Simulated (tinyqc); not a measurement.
What each parameter does: two-dimensional electron gas with Rashba and Dresselhaus coupling.

H = c k^2/m + al (ky sx - kx sy) + b1 (kx sx - ky sy) + gam kx ky (kx sy - ky sx), s the Pauli matrices, x = [100], c = hbar^2/2m0, b1 = gam (pi/L)^2 (hard walls). H = c k^2/m + B.s, so E = c k^2/m -/+ |B| and the lower state has its spin along -B.

Constants: hbar^2/2m0 = 3.80998211 eV angstrom^2.

Parameters, chosen for this exercise (of the size met in GaAs; shifted at random, so the results belong to these values and not to a real crystal): m = 0.0678 m0 (mass); al = 0.03 eV angstrom (Rashba constant); gam = 9.8 eV angstrom^3 (bulk Dresselhaus constant); L = 148 angstrom (width of the (001) well); n = 15 1e11/cm^2 (sheet density (one subband filled)).

Splittings 2|B| at k0 = sqrt(2 pi n) along [100], [110] and [-110], and E0 = c k0^2/m; 1e11/cm^2 = 1e-5/angstrom^2.

One parameter was then changed.

Results before and after:

| case | [100] (meV) | [110] (meV) | [-110] (meV) | E0 (meV) |
|---|---|---|---|---|
| base | 1.8618 | 1.8296 | 1.8544 | 52.96 |
| changed | 1.8618 | 1.8296 | 1.8544 | 48.15 |

Which of these changes was made? (a) al = 0.036 eV angstrom; (b) m = 0.07458 m0; (c) gam = 11.76 eV angstrom^3; (d) L = 168 angstrom; (e) n = 22.5 1e11/cm^2.

Answer: (b) m = 0.07458 m0. Of the candidates, run in turn, only this one gives the changed row.

All candidates:

| case | [100] (meV) | [110] (meV) | [-110] (meV) | E0 (meV) |
|---|---|---|---|---|
| base | 1.8618 | 1.8296 | 1.8544 | 52.96 |
| m = 0.07458 m0 | 1.8618 | 1.8296 | 1.8544 | 48.15 |
| al = 0.036 eV angstrom | 2.2270 | 2.1980 | 2.2228 | 52.96 |
| gam = 11.76 eV angstrom^3 | 1.8705 | 1.8271 | 1.8569 | 52.96 |
| L = 168 angstrom | 1.8540 | 1.7688 | 1.9151 | 52.96 |
| n = 22.5 1e11/cm^2 | 2.2803 | 2.0671 | 2.4448 | 79.44 |

Program tinyqc; command `OMP_NUM_THREADS=1 python tinyqc.py 1451979 1451980 out.jsonl`; about 0.01 s on one thread of a shared Intel(R) Xeon(R) Processor @ 2.30GHz.
